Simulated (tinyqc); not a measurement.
Worked calculation: one anharmonic mode: perturbation theory, self-consistent phonons and exact levels. Computed by tinyqc, a small Python program that keeps every step. Command: `OMP_NUM_THREADS=1 python tinyqc.py 3010328 3010329 out.jsonl scp walk`. One thread of a shared host (Intel(R) Xeon(R) Processor @ 2.30GHz), about 0.03 s of CPU time with the checks. Intermediate numbers are printed to about 6 digits and carried at full precision; extremes and crossings named in words are read from the listed rows.

V(x) = k x^2/2 + b x^4 for one coordinate x of mass M. A constant K > 0 gives hbar Omega = sqrt((hbar^2/u) K/M) with K in eV/angstrom^2 and M in u.

Inputs (values chosen for the exercise, for a model mode):
```
quantity                          value           unit
mode mass M                        34.7              u
harmonic constant k                3.56  eV/angstrom^2
quartic constant b                 46.2  eV/angstrom^4
temperature T                        43              K
mixing                              0.7              -
basis size N of the small matrix      4              -
```

Shape: single well.

Constants: hbar^2/u = 4.18015928e-03 eV angstrom^2; k_B = 8.617333262e-05 eV/K.

## Harmonic values and first-order shift

<x^2> = (hbar Omega/(2K)) coth(hbar Omega/(2 k_B T)) at K = k; first order in b shifts the quantum by 6 b <x^2> hbar Omega/k.

harmonic quantum = 20.7089 meV

harmonic <x^2> = 0.00293039 angstrom^2

first-order shift = 4.72525 meV

## Self-consistent cycle

Self-consistent phonon, centred at x = 0: K = k + 12 b <x^2>, <x^2> = (hbar Omega/(2K)) coth(hbar Omega/(2 k_B T)). Start at K = |k|; K(new) = K + mixing x (K_out - K), but at least K/20; stop when |K_out - K| < 1e-9 |k| or after 90 steps.

Iterations:
```
step  K (eV/angstrom^2)  hbar Omega (meV)    K_out    K_out - K
0               3.56000           20.7089  5.18461  1.62461e+00
1               4.69722           23.7877  4.96838  2.71154e-01
2               4.88703           24.2635  4.94022  5.31832e-02
3               4.92426           24.3558  4.93489  1.06309e-02
4               4.93170           24.3742  4.93383  2.13254e-03
5               4.93319           24.3779  4.93362  4.28084e-04
6               4.93349           24.3786  4.93358  8.59453e-05
7               4.93355           24.3788  4.93357  1.72555e-05
8               4.93357           24.3788  4.93357  3.46446e-06
9               4.93357           24.3788  4.93357  6.95575e-07
10              4.93357           24.3788  4.93357  1.39654e-07
11              4.93357           24.3788  4.93357  2.80389e-08
12              4.93357           24.3788  4.93357  5.62949e-09
13              4.93357           24.3788  4.93357  1.13026e-09
```

converged (1 yes, 0 no) = 1

self-consistent K = 4.93357 eV/angstrom^2

Converged at step 13.

## Self-consistent results

Its free energy is F = k_B T ln[2 sinh(hbar Omega/(2 k_B T))] + (k - K)<x^2>/2 + 3 b <x^2>^2, an upper bound to the exact one.

self-consistent quantum = 24.3788 meV

self-consistent <x^2> = 0.00247758 angstrom^2

self-consistent free energy = 11.3335 meV

## Hamiltonian in a small basis

Basis: oscillator states n of the constant |k|, with x = s (a + a+), s^2 = hbar Omega/(2|k|); H = hbar Omega (n + 1/2) + (k - |k|) x^2/2 + b x^4, with exact matrix elements of x^2 and x^4.

H (meV), lower triangle (symmetric):
```
        1       2       3        4
1  11.527
2   0.000  36.926
3   3.316   0.000  67.015
4   0.000   9.574   0.000  101.794
```

## Levels in the small basis

Diagonalise H.

levels (meV): 11.329  35.542  67.212  103.177

## Exact levels and averages

Exact values use 120 basis states: F = -k_B T ln sum exp(-E_n/(k_B T)), and <x^2> is the Boltzmann mean.

lowest exact levels (meV): 11.322  35.530  62.483  91.592  122.524  155.054

E_1 - E_0 = 24.2083 meV

exact free energy = 11.3164 meV

exact <x^2> = 0.00249198 angstrom^2

The self-consistent free energy lies 0.017 meV above the exact one, and its <x^2> is -0.6 % off. The small basis misses E_0 by 0.00765 meV.

## Three descriptions against temperature

The classical <x^2> is int x^2 exp(-V/(k_B T)) dx / int exp(-V/(k_B T)) dx (2001 points over six exact widths each way).

Results; columns: (1) T (K); (2) hbar Omega, self-consistent (meV); (3) <x^2>, self-consistent; (4) <x^2>, exact; (5) F, self-consistent (meV); (6) F, exact (meV); (7) <x^2>, classical:
```
(1)      (2)         (3)         (4)       (5)       (6)          (7)
12   24.3705  0.00247154  0.00248550   11.3386   11.3218  2.78678e-04
29   24.3709  0.00247180  0.00248577   11.3385   11.3216  6.41103e-04
60   24.4237  0.00251037  0.00252682   11.2923   11.2739   0.00123371
110  24.8266  0.00280751  0.00284236   10.6037   10.5701   0.00206722
190  25.8069  0.00355071  0.00364085   7.36358   7.27177   0.00320722
340  27.5883  0.00497496  0.00519770  -4.11843  -4.39502   0.00497780
580  29.8774  0.00694460  0.00738814  -31.6588  -32.3487   0.00727315
960  32.6043  0.00949573   0.0102656  -88.9887  -90.4935    0.0102038
```

The self-consistent quantum hardens from 24.37 to 32.60 meV, since a wider spread samples the steep quartic walls. Its <x^2> misses by -0.6 % at the lowest T and -7.5 % at the highest; the excess in F runs from 0.017 to 1.505 meV. The classical value is 0.11 of the exact one at the lowest T and 0.994 at the highest.

Checks made by the program: dF/dK = 0 at the solution (relative difference below 1e-10).
